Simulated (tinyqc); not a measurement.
Worked calculation: thermal and gravitational stress in a wafer during furnace and rapid thermal processing, and the onset of slip. Computed by tinyqc, a small Python program that keeps every step. Command: `OMP_NUM_THREADS=1 python tinyqc.py 3023965 3023966 out.jsonl slip walk`. One thread of a shared host (Intel(R) Xeon(R) Processor @ 2.30GHz), about 0.01 s of CPU time with the checks. Intermediate numbers are printed to about 5 digits and carried at full precision; extremes and crossings named in words are read from the listed rows.

A thin free disc in plane stress, isotropic; T(r) = T_centre + dT (r/R)^n with n = 2. Stress is positive in tension; sigma_SB = 5.670374419e-8 W/(m^2 K^4), g = 9.80665 m/s^2.

Inputs (values chosen for the exercise, modelled on silicon):

| quantity | value | unit |
|---|---|---|
| wafer radius R | 75 | mm |
| thickness t | 675 | micrometre |
| Young's modulus E | 160 | GPa |
| Poisson ratio nu | 0.23 | - |
| expansion alpha | 4.12 | 1e-6/K |
| edge less centre temperature dT | 3.8 | K |
| temperature T | 1350 | K |
| prefactor A of the critical stress | 0.00037 | MPa |
| energy U of the critical stress | 0.985 | eV |
| density rho | 2330 | kg/m^3 |
| heat capacity c | 938 | J/(kg K) |
| conductivity k | 27 | W/(m K) |
| wafer spacing s | 5.2 | mm |
| ramp rate | 1.4 | K/min |
| radius of the support ring over R | 0.51 | - |

Temperature profile: parabolic.

Constants: k_B = 8.617333262e-05 eV/K.

## Thermal stress

With x = r/R: s_rr = alpha E dT (1 - x^n)/(n + 2), s_tt = alpha E dT [1 - (n + 1) x^n]/(n + 2).

Temperature and stresses at r/R = 0, 0.3, 0.5, 0.7, 0.8, 0.9, 0.95, 1:

| r/R | T - T_centre (K) | s_rr (MPa) | s_tt (MPa) |
|---|---|---|---|
| 0.00 | 0.0000 | 0.62624 | 0.6262 |
| 0.30 | 0.3420 | 0.56988 | 0.4572 |
| 0.50 | 0.9500 | 0.46968 | 0.1566 |
| 0.70 | 1.8620 | 0.31938 | -0.2943 |
| 0.80 | 2.4320 | 0.22545 | -0.5761 |
| 0.90 | 3.0780 | 0.11899 | -0.8955 |
| 0.95 | 3.4295 | 0.06106 | -1.0693 |
| 1.00 | 3.8000 | 0.00000 | -1.2525 |

hoop stress at the edge = -1.25248 MPa

r/R where s_tt = 0 = 0.57735

The hot edge is squeezed; the edge stress is n times that at the centre in size.

## Resolved stress round the edge

At the edge the stress is uniaxial along the tangent d = (cos phi, sin phi, 0) of a (001) wafer; the Schmid factor is the largest |(d.n)(d.b)| over the twelve {111}<110> systems.

Schmid factor and resolved stress at phi = 0, 7.5, 15, 22.5, 30, 37.5 and 45 degrees from [100]:

| phi from [100] (degrees) | Schmid factor | resolved stress (MPa) |
|---|---|---|
| 0.0 | 0.40825 | 0.51132 |
| 7.5 | 0.45412 | 0.56878 |
| 15.0 | 0.48296 | 0.60490 |
| 22.5 | 0.49280 | 0.61722 |
| 30.0 | 0.48296 | 0.60490 |
| 37.5 | 0.45412 | 0.56878 |
| 45.0 | 0.40825 | 0.51132 |

The factor is 1/sqrt(6) = 0.408 along <100> and <110> and peaks at 0.4928 at 22.5 degrees, so slip, if any, starts at eight places between these directions.

## Slip criterion

Critical resolved stress tau_c = A exp(U/(k_B T)), a form chosen for the exercise; slip when 0.492799 |s_tt(R)| > tau_c; allowed |dT| = tau_c (n + 2)/(0.492799 n alpha E).

critical stress tau_c = 1.7594 MPa

resolved over critical stress = 0.35081

allowed |dT| = 10.832 K

No slip; the margin is a factor 2.9.

## Ramp rate in a batch furnace

In a stack heated from the rim, heat flows inward by conduction and by radiation between wafers: k_eff = k + (16/3) sigma_SB T^3 s^2/t (a diffusion estimate with the spacing as path length). A steady ramp gives the parabolic lag dT = rho c (ramp) R^2/(4 k_eff); the allowed ramp uses n = 2.

k_eff = 56.807 W/(m K)

lag of the centre = 1.2624 K

allowed ramp rate = 12.013 K/min

Radiation carries 52 % of the inward flow. The ramp is 0.12 of the allowed one.

## Gravity

Own weight q = rho g t on a ring of radius b R, x = r/R: moments of an edge-supported plate, M_r = q R^2 (3 + nu)(1 - x^2)/16 and M_t = q R^2 [(3 + nu) - (1 + 3 nu) x^2]/16, less the uniform moment inside the ring load, q R^2 [(1 - nu)(1 - b^2) - 2 (1 + nu) ln b]/8; stress at the lower face = 6 M/t^2.

stress at the centre = -0.087278 MPa

radial stress at the ring = -0.14727 MPa

hoop stress at the ring = -0.11867 MPa

The largest of these is 0.042 tau_c when halved for shear. Point supports give far higher local stress than a ring.

## Position of the support ring

The formulas are those given above.

Stress at the lower face (MPa):

| b | centre | radial at ring | hoop at ring | largest in size |
|---|---|---|---|---|
| 0.40 | -0.18363 | -0.22054 | -0.20294 | 0.22054 |
| 0.50 | -0.09535 | -0.15300 | -0.12551 | 0.15300 |
| 0.60 | -0.01920 | -0.10223 | -0.06264 | 0.10223 |
| 0.65 | 0.01579 | -0.08165 | -0.03519 | 0.08165 |
| 0.70 | 0.04925 | -0.06376 | -0.00988 | 0.06376 |
| 0.75 | 0.08146 | -0.04827 | 0.01358 | 0.08146 |
| 0.80 | 0.11266 | -0.03495 | 0.03543 | 0.11266 |
| 0.90 | 0.17273 | -0.01409 | 0.07498 | 0.17273 |
| 1.00 | 0.23064 | 0.00000 | 0.10996 | 0.23064 |

Among these rows the largest stress is least, 0.064 MPa, for a ring at 0.7 R, 3.6 times below edge support: the overhang balances the sag of the centre. All values scale as R^2/t.

## Limits against temperature

The formulas are those given above.

For the parabolic profile:

| T (K) | tau_c (MPa) | allowed \|dT\| (K) | k_eff (W/(m K)) | allowed ramp (K/min) |
|---|---|---|---|---|
| 1050 | 19.769 | 121.71 | 41.024 | 97.478 |
| 1125 | 9.568 | 58.90 | 44.249 | 50.885 |
| 1200 | 5.070 | 31.21 | 47.934 | 29.210 |
| 1275 | 2.895 | 17.82 | 52.110 | 18.133 |
| 1350 | 1.759 | 10.83 | 56.807 | 12.013 |
| 1425 | 1.127 | 6.94 | 62.056 | 8.404 |
| 1500 | 0.754 | 4.65 | 67.887 | 6.156 |

From 1050 to 1500 K the allowed difference falls 26 times and the allowed ramp 16 times; radiation, which grows as T^3, gives back a factor 1.65. Ramps must slow as the wafer gets hotter.

Checks made by the program: force balance: the hoop stress integrates to zero (added to the edge stress) (relative difference below 1e-10).
